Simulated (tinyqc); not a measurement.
# Worked calculation: energy and delay of logic against supply voltage

Program tinyqc, `OMP_NUM_THREADS=1 python tinyqc.py 2082075 2082076 out.jsonl`; Intel Xeon 2.30GHz, shared host, one thread, about 0.01 s. Printed values are rounded.

One expression serves below and above threshold: I(Vg) = Ik [ln(1 + exp((Vg - VT + dd V)/(al nf Vt)))]^al, with I_on = I(V) and I_off = I(0). Gate delay td = kd C V/I_on, clock period LD td. Per gate and cycle the switching energy is act C V^2 and the leakage energy I_off V LD td. No short-circuit current, no variation. Minima are sought above 0.09 V; below a few Vt gates no longer switch and the model has no meaning.

Values chosen for this exercise; values of the order met in logic technologies:
```
symbol  value  unit                               meaning
T         300     K                           temperature
VT       0.38     V  threshold voltage at zero drain bias
nf       1.32                                slope factor
dd       0.06         barrier lowering per volt of supply
Ik          2    uA            specific current of a gate
al       1.79                 exponent of the current law
C           2    fF            load capacitance of a gate
kd          1                                delay factor
LD         16                                 logic depth
act       0.3                             activity factor
V        0.56     V                        supply voltage
```

Constants: q = 1.602176634e-19 C, kB = 1.380649e-23 J/K, Vt = kB T/q. Results are converted to the units shown.

Range of the model: At a supply of a few Vt gates lose their noise margin, and variation, left out here, decides whether they work.

## Currents, delay and energies

I_on, I_off, td, clock frequency 1/(LD td), both energies and their sum.

I_on = 19.0908 uA
I_off = 0.0778323 nA
td = 58.6671 ps
clock frequency = 1.06533 GHz
switching energy = 188.160 aJ
leakage energy = 0.0409131 aJ
energy = 188.201 aJ

I_on/I_off = 2.45e5; leakage makes up 0.0217 % of the energy.

## Starting value

V = 0.1 V.

V at the start = 0.1 V

## Iteration 1: new V

Minimum-energy supply: E(V) is the energy per gate and cycle; with h = 0.001 V, E' = (E(V + h) - E(V - h))/(2 h), E'' = (E(V - h) - 2 E(V) + E(V + h))/h^2, V(new) = V - E'/E''.

E' = -37.2264 aJ/V
E'' = -756.532 aJ/V^2
V after iteration 1 = 0.0507934 V

## Iteration 2: new V

As before.

E' = 250.455 aJ/V
E'' = -11333.9 aJ/V^2
V after iteration 2 = 0.0728912 V

## Iteration 3: new V

As before.

E' = 52.0222 aJ/V
E'' = -6292.91 aJ/V^2
V after iteration 3 = 0.0811580 V

## Course of the iteration

Stop when the step is below 1e-9 V, or after 40 iterations.

Course of the iteration:
```
iteration  V before the step (V)   step (V)
1                            0.1    -0.0492
2                      0.0507934     0.0221
3                      0.0728912    8.27e-3
4                      0.0811580    1.92e-3
5                      0.0830770    1.06e-4
6                      0.0831829    3.10e-7
7                      0.0831832  -2.22e-11
```

Converged in 7 iterations. There leakage makes up 51.3 % of the energy and the clock runs at 0.434 MHz.
